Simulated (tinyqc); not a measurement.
Inside a calculation. Method: Luttinger-Kohn k.p, four valence bands. One step of it, computed by the program tinyqc.

Question. Levels at k. Diagonalise the Hermitian matrix.

H(k) at k (eV), order 3/2, 1/2, -1/2, -3/2:
$$\begin{pmatrix}
0.077850 & 0.022331+0.066994i & 0.024417-0.024118i & 0.000000 \\
0.022331-0.066994i & 0.096995 & 0.000000 & 0.024417-0.024118i \\
0.024417+0.024118i & 0.000000 & 0.096995 & -0.022331-0.066994i \\
0.000000 & 0.024417+0.024118i & -0.022331+0.066994i & 0.077850
\end{pmatrix}$$

Give: eigenvalues.

Answer.

eigenvalues (eV): [0.0083, 0.0083, 0.1665, 0.1665]
